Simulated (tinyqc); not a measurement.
Eight-band Kane k.p model: one step. The Hamiltonian at one k. Three cases, with inputs chosen for the exercise.

Task: Fill in the matrix.

Eight-band Kane model, basis S, X, Y, Z times spin, zero of energy at the top of the unstrained valence band, c = hbar^2/2m0. Within each spin: H_SS = Eg + A c k^2, H_SX = i P kx (likewise Y, Z), H_XX = -Dso/3 + L kx^2 + M (ky^2 + kz^2), H_XY = N kx ky, and cyclic. Spin-orbit term (Dso/3) L.sigma on X, Y, Z with (L_k)_ij = -i epsilon_kij: <X+|H|Y+> = -i Dso/3, <X+|H|Z-> = Dso/3, <Y+|H|Z-> = -i Dso/3, <Z+|H|X-> = -Dso/3, <Z+|H|Y-> = i Dso/3, <X-|H|Y-> = i Dso/3, and their conjugates; + and - are the spin along z. Terms from inversion asymmetry are left out, so every level is twofold.

Constants: hbar^2/2m0 = 3.80998211 eV angstrom^2.

Give: H(k).

Case 1.

Values chosen (out of a larger set: near those of InAs; not measured data): Eg = 0.394 eV (gap at Gamma to the s-like level); Dso = 0.389 eV (spin-orbit splitting); k = (0.005, 0, 0.022) 1/angstrom (wave vector).

P = 9.217516 eV angstrom
A = -9.632073

L, M, N (eV angstrom^2): 12.149975  -11.010848  5.787305

Result:

H(k) (eV):
```
          S+       X+        Y+        Z+        S-        X-       Y-        Z-
S+    0.3753  0.0461i         0   0.2028i         0         0        0         0
X+  -0.0461i  -0.1347  -0.1297i    0.0006         0         0        0    0.1297
Y+         0  0.1297i   -0.1353         0         0         0        0  -0.1297i
Z+  -0.2028i   0.0006         0   -0.1241         0   -0.1297  0.1297i         0
S-         0        0         0         0    0.3753   0.0461i        0   0.2028i
X-         0        0         0   -0.1297  -0.0461i   -0.1347  0.1297i    0.0006
Y-         0        0         0  -0.1297i         0  -0.1297i  -0.1353         0
Z-         0   0.1297   0.1297i         0  -0.2028i    0.0006        0   -0.1241
```

Case 2.

Values chosen (out of a larger set: near those of GaSb; not measured data): Eg = 0.797 eV (gap at Gamma to the s-like level); Dso = 0.737 eV (spin-orbit splitting); k = (-0.007, 0.019, 0) 1/angstrom (wave vector).

P = 10.402091 eV angstrom
A = -2.826710

L, M, N (eV angstrom^2): 12.967755  -14.897030  -1.624477

Result:

H(k) (eV):
```
          S+              X+              Y+        Z+        S-              X-
S+    0.7926        -0.0728i         0.1976i         0         0               0
X+   0.0728i         -0.2504  0.0002-0.2457i         0         0               0
Y+  -0.1976i  0.0002+0.2457i         -0.2417         0         0               0
Z+         0               0               0   -0.2518         0         -0.2457
S-         0               0               0         0    0.7926        -0.0728i
X-         0               0               0   -0.2457   0.0728i         -0.2504
Y-         0               0               0  -0.2457i  -0.1976i  0.0002-0.2457i
Z-         0          0.2457         0.2457i         0         0               0

                Y-        Z-
S+               0         0
X+               0    0.2457
Y+               0  -0.2457i
Z+         0.2457i         0
S-         0.1976i         0
X-  0.0002+0.2457i         0
Y-         -0.2417         0
Z-               0   -0.2518
```

Case 3.

Values chosen (out of a larger set: near those of Ge; not measured data): Eg = 0.896 eV (gap at Gamma to the s-like level); Dso = 0.287 eV (spin-orbit splitting); k = (0.026, 0.009, 0) 1/angstrom (wave vector).

P = 10.029134 eV angstrom
A = -0.556373

L, M, N (eV angstrom^2): -3.260256  -18.592713  -17.585789

Result:

H(k) (eV):
```
          S+               X+               Y+        Z+        S-               X-
S+    0.8944          0.2608i          0.0903i         0         0                0
X+  -0.2608i          -0.0994  -0.0041-0.0957i         0         0                0
Y+  -0.0903i  -0.0041+0.0957i          -0.1085         0         0                0
Z+         0                0                0   -0.1097         0          -0.0957
S-         0                0                0         0    0.8944          0.2608i
X-         0                0                0   -0.0957  -0.2608i          -0.0994
Y-         0                0                0  -0.0957i  -0.0903i  -0.0041-0.0957i
Z-         0           0.0957          0.0957i         0         0                0

                 Y-        Z-
S+                0         0
X+                0    0.0957
Y+                0  -0.0957i
Z+          0.0957i         0
S-          0.0903i         0
X-  -0.0041+0.0957i         0
Y-          -0.1085         0
Z-                0   -0.1097
```

Computed by tinyqc, one run a case: `OMP_NUM_THREADS=1 python tinyqc.py N N+1 out.jsonl` with N = 1050979, 1051012, 1051013; one thread of a shared Intel(R) Xeon(R) Processor @ 2.30GHz, about 0.1 s a run at most.
